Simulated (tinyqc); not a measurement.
Thermal stress, cracking, delamination and buckling of a thin film; Griffith cracks and misfitting inclusions: one step, computed by the program tinyqc.

Isotropic linear elasticity; the substrate is much thicker than the film; stress is positive in tension.

Question. Elastic mismatch. Dundurs alpha = (Ebar - Ebar_s)/(Ebar + Ebar_s), with Ebar_s = E_s/(1 - nu_s^2). The channel-crack factor is taken as g = 1.258 (1 - alpha)^(-0.7), a rough interpolation chosen for the exercise (1.258 is the value for matched materials).

Inputs (values chosen for the exercise, modelled on a silicon dioxide film on silicon):

| quantity | value | unit |
|---|---|---|
| deposition temperature T_d | 600 | K |
| final temperature T | 300 | K |
| substrate Young's modulus E_s | 164 | GPa |
| substrate Poisson ratio nu_s | 0.22 | - |

Ebar = 73.07061 GPa

Give: Dundurs alpha; factor g.

Answer.

Dundurs alpha = -0.4045

factor g = 0.9918

The stiffer substrate holds the crack faces and lowers the driving force.
